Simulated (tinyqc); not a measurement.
Finite-size error of a charged defect in a periodic cell: Madelung and Makov-Payne terms: one step, computed by the program tinyqc. Command: `OMP_NUM_THREADS=1 python tinyqc.py 3031664 3031665 out.jsonl imagecharge walk`. One thread of a shared host (Intel(R) Xeon(R) Processor @ 2.30GHz), about 0.07 s of CPU time with the checks.

L is the cube root of the cell volume. The defect charge is a Gaussian, rho(r) = q (2 pi sigma^2)^(-3/2) exp(-r^2/2 sigma^2), repeated periodically in a uniform neutralising background and screened by a continuum. The model cell energy is E(L) = E_0 + [periodic - isolated electrostatic energy].

Task: Madelung energy. Ewald sum for a unit point charge: scale each Cartesian component of the cell by 1/sqrt(eps_i), giving R', G' and V'; E = [ (1/2) sum erfc(eta R')/R' + (2 pi/V') sum exp(-G'^2/4 eta^2)/G'^2 - eta/sqrt(pi) - pi/(2 V' eta^2) ] e^2/(4 pi eps_0) / sqrt(eps_x eps_y eps_z), over n_i = -6..6, omitting n = (0,0,0), eta = 2/V'^(1/3). alpha = -2 E eps_g L/(e^2/(4 pi eps_0)), eps_g = (eps_x eps_y eps_z)^(1/3).

Inputs (values chosen for the exercise, for a model uniaxial host):
```
quantity                    value      unit
charge q                        2         e
cell length L                13.1  angstrom
dielectric constant eps_xy   11.5         -
dielectric constant eps_z    6.87         -
```

Supercell lattice: tetragonal. Screening: uniaxial.

cell vectors (rows) (angstrom):
```
          1         2         3
1  13.34466   0.00000   0.00000
2   0.00000  13.34466   0.00000
3   0.00000   0.00000  12.62405
```

Constants: e^2/(4 pi eps_0) = 14.39964548 eV angstrom.

Give: terms for a unit charge; Madelung constant alpha; point-charge correction -q^2 E.

Result:

terms for a unit charge (eV): real space 0.00215, reciprocal 0.01176, self -0.12806, background -0.04457

Madelung constant alpha = 2.7970

point-charge correction -q^2 E = 0.63487 eV

Cubic cells have alpha = 2.837 (sc) to 2.888 (fcc, bcc); this cell is near that range.
